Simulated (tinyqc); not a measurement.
# Trap density from one capacitance

Problem. Traps spread evenly through the insulator exchange electrons with the semiconductor by tunnelling, with tau(x) = t0 exp(2 ka x) at depth x from the interface. The admittance per area Y seen at depth x obeys dY/dx = -Y^2/(i w eps0 eox) + q Nb ln(1 + i w tau)/tau, with Y(0) = i w Cs and w = 2 pi f; the gate sees Y(tox) = G + i w C. Working variable y = Y/(i w), in uF/cm^2. Cox = eps0 eox/tox. Find Nb and G/w.

Inputs (values chosen for the exercise): relative permittivity of the insulator eox = 22.5; insulator thickness tox = 4.5 nm; semiconductor capacitance in accumulation Cs = 2.1 uF/cm^2; decay constant of the wave function in the insulator ka = 5.7 1/nm; time constant of a trap at the interface t0 = 8e-11 s; frequency f = 100 Hz.

Constants: q = 1.602176634e-19 C, eps0 = 8.8541878128e-14 F/cm where lengths are in cm. Results are converted to the units shown.

C = 1.7960876 uF/cm^2

Answer. C rises steadily with Nb, so one density matches; in practice ka and t0 must come from the frequency dependence.

Nb = 3.000e19 cm^-3 eV^-1
G/w = 0.03582 uF/cm^2

Numbers from tinyqc (`OMP_NUM_THREADS=1 python tinyqc.py 2202249 2202250 out.jsonl`; about 0.4 s on one thread of a shared Intel Xeon 2.30GHz).
